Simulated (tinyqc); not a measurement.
From a target to a composition: model-solid line-up of a strained alloy layer on a substrate.

Problem. A layer of the alloy is strained to the substrate, and its gap (Ec minus the top valence edge) is given. Find x between 0.02 and 0.98, where the gap is monotonic.

All values of the alloy are linear in x but the gap, Eg(x) = (1 - x) Eg_A + x Eg_B - C x (1 - x), and the valence edge, Ev(x) = (1 - x) Ev_A + x Ev_B + fv C x (1 - x); Ec = Ev + Eg. Ev is the top of the unstrained valence band on a scale common to all materials. In the layer only the Gamma valley of the conduction band is followed, also where an X or L valley would lie lower.

Coherent growth on a (001) face: e_par = (a_s - a)/a, e_perp = -2 (C12/C11) e_par; exx = eyy = e_par, ezz = e_perp, no shear.

Strained edges: Ec + ac tr(e); the valence edges are Ev plus the levels of the 6 x 6 matrix of X, Y, Z times spin with -Dso/3 + l exx + m (eyy + ezz) on the diagonal (cyclic), n exy off it, l = av + 2 b, m = av - b, n = sqrt(3) d. Spin-orbit term (Dso/3) L.sigma on X, Y, Z with (L_k)_ij = -i epsilon_kij: <X+|H|Y+> = -i Dso/3, <X+|H|Z-> = Dso/3, <Y+|H|Z-> = -i Dso/3, <Z+|H|X-> = -Dso/3, <Z+|H|Y-> = i Dso/3, <X-|H|Y-> = i Dso/3, and their conjugates; + and - are the spin along z.

Parameters, chosen for this exercise (A near AlAs, B near GaAs, substrate near Ge; the results hold for these values, not for the real material): a = (5.659, 5.656) angstrom (lattice constant of A, B); Eg = (3.069, 1.526) eV (gap at Gamma to the s-like level of A, B); Dso = (0.28, 0.345) eV (spin-orbit splitting of A, B); Ev = (-1.32, -0.79) eV (top of the unstrained valence band of A, B); ac = (-5.71, -7.23) eV (conduction deformation potential of A, B); av = (2.44, 1.17) eV (valence hydrostatic potential of A, B); b = (-2.28, -1.99) eV (tetragonal shear potential of A, B); d = (-3.4, -4.81) eV (trigonal shear potential of A, B); C11 = (125.2, 120.4) GPa (of A, B); C12 = (52.8, 56.6) GPa (of A, B); C44 = (53.9, 60.2) GPa (of A, B); C = 0.406 eV (bowing of the gap); fv = 0 (share of the bowing taken by the valence edge); a_s = 5.65 angstrom (substrate); face = 001 (growth face).

strained gap = 2.394178 eV

Find: x; e_par; gap of the relaxed alloy.

Solution. Bisect on x; the strained gap is 3.0384 eV at x = 0.02 and 1.5543 eV at x = 0.98.

x = 0.380
e_par = -0.139 %
gap of the relaxed alloy = 2.387 eV

tinyqc: `OMP_NUM_THREADS=1 python tinyqc.py 1051158 1051159 out.jsonl`; about 0.02 s, one thread, shared Intel(R) Xeon(R) Processor @ 2.30GHz.
